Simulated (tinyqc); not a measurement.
Worked calculation: ion implantation: universal nuclear stopping, Lindhard-Scharff electronic stopping and a Gaussian range profile. Computed by tinyqc, a small Python program that keeps every step. Command: `OMP_NUM_THREADS=1 python tinyqc.py 3021911 3021912 out.jsonl implant walk`. One thread of a shared host (Intel(R) Xeon(R) Processor @ 2.30GHz), about 0.08 s of CPU time with the checks. Intermediate numbers are printed to about 5 digits and carried at full precision; extremes and crossings named in words are read from the listed rows.

An ion slows by elastic collisions with screened nuclei and by friction with electrons; channelling is ignored and the target is uniform.

Inputs (values chosen for the exercise, modelled on nitrogen ions in silicon): ion atomic number Z1 = 7; ion mass M1 = 14 u; target atomic number Z2 = 14; target mass M2 = 28.09 u; target density N = 49.94 1/nm^3; ion energy E = 28 keV; scale factor of electronic stopping k = 1.2; dose Q = 1e+14 1/cm^2; background C_B = 9.3e+15 1/cm^3; displacement energy E_d = 15 eV; tilt angle = 7 degrees; screen thickness d = 16 nm.

Follow-up: tilt and screen oxide.

## Stopping at the entry energy

Reduced energy eps = 32.53 M2 E/(Z1 Z2 (M1 + M2)(Z1^0.23 + Z2^0.23)), E in keV; s_n = ln(1 + 1.1383 eps)/(2 (eps + 0.01321 eps^0.21226 + 0.19593 eps^0.5)) for eps up to 30 and ln(eps)/(2 eps) above; S_n = 8.462 Z1 Z2 M1 s_n/((M1 + M2)(Z1^0.23 + Z2^0.23)) in 1e-15 eV cm^2. S_e = k 3.83 Z1^(7/6) Z2/(Z1^(2/3) + Z2^(2/3))^(3/2) sqrt(E/M1) in 1e-15 eV cm^2, E in keV. dE/dx = N (S_n + S_e); 1e-15 eV cm^2 = 0.1 eV nm^2.

reduced energy eps = 1.8247

s_n = 0.26706

S_n = 21.670 x 1e-15 eV cm^2

S_e = 30.240 x 1e-15 eV cm^2

energy loss dE/dx = 259.24 eV/nm

Electronic stopping carries 58 % of the loss at entry.

## Range and straggle

Path length R = int_0^E dE'/(N (S_n + S_e)); energy lost to nuclei nu = int_0^E S_n/(S_n + S_e) dE' (both with E' = E y^3 and 64 Gauss-Legendre points in y). Estimates of Lindhard type: R_p = R/(1 + M2/(3 M1)), straggle dR_p = (2/3) R_p sqrt(M1 M2)/(M1 + M2).

path length R = 129.50 nm

projected range R_p = 77.602 nm

straggle dR_p = 24.375 nm

energy lost to nuclei nu = 16.000 keV

57 % of the energy goes to nuclei over the whole path.

## Gaussian profile

C(x) = C_p exp(-(x - R_p)^2/(2 dR_p^2)) with C_p = Q/(sqrt(2 pi) dR_p), 1 nm = 1e-7 cm; the profile falls to the background at x_j = R_p + dR_p sqrt(2 ln(C_p/C_B)); the peak atomic fraction is C_p/N.

peak concentration C_p = 1.6367e+19 1/cm^3

Depth x_j where C falls to C_B = 171.84 nm

peak atomic fraction = 3.2773e-04

## Damage

Kinchin-Pease count with efficiency 0.8: N_d = 0.8 nu/(2 E_d), taking all of nu as damage energy (an upper estimate, as recoils also lose energy to electrons). Spread over a depth R_p + dR_p, displacements per atom = Q N_d/(N (R_p + dR_p)).

displacements per ion N_d = 426.66

displacements per atom = 0.083778

One displacement per atom would need a dose of 1.2e15 per cm^2 if no defects annealed.

## Tilt and screen

Depths scale with cos(tilt): R_p cos and dR_p cos (lateral straggle ignored); the screen stops like the target. Fraction in the substrate = (1/2) erfc((d - R_p cos)/(sqrt2 dR_p cos)); peak depth below the screen = R_p cos - d.

fraction in the substrate = 0.99417

peak depth below the screen = 61.024 nm

0.58 % of the dose does not reach the substrate.

## Nuclear against electronic stopping over energy

The formulas are those given above.

Stopping (1e-15 eV cm^2) and range:
```
E (keV)         eps     S_n     S_e  R (nm)     nu/E
1        6.5168e-02  23.683    5.71    11.2  0.83298
2        1.3034e-01  26.772    8.08    17.4  0.80944
5        3.2584e-01  28.563   12.78    33.0  0.75988
10       6.5168e-01  27.392   18.07    55.9  0.70200
20       1.3034e+00  23.951   25.56    97.9  0.62036
50       3.2584e+00  17.323   40.41   209.9  0.47526
100      6.5168e+00  12.283   57.15   367.4  0.35204
200      1.3034e+01   8.142   80.82   620.4  0.23900
500      3.2584e+01   4.338  127.79  1164.2  0.12785
```

Nuclear stopping peaks near 5 keV among these rows (eps = 0.33; the universal curve peaks near 0.3). Electronic stopping overtakes it between 10 and 20 keV. The path length grows as E^0.63 at the low end and E^0.69 at the high end; constant stopping would give E^1, and stopping that rises with E, be it nuclear (below its peak) or electronic, gives a lower exponent.

Checks made by the program: range against adaptive quadrature (relative difference 2e-06).
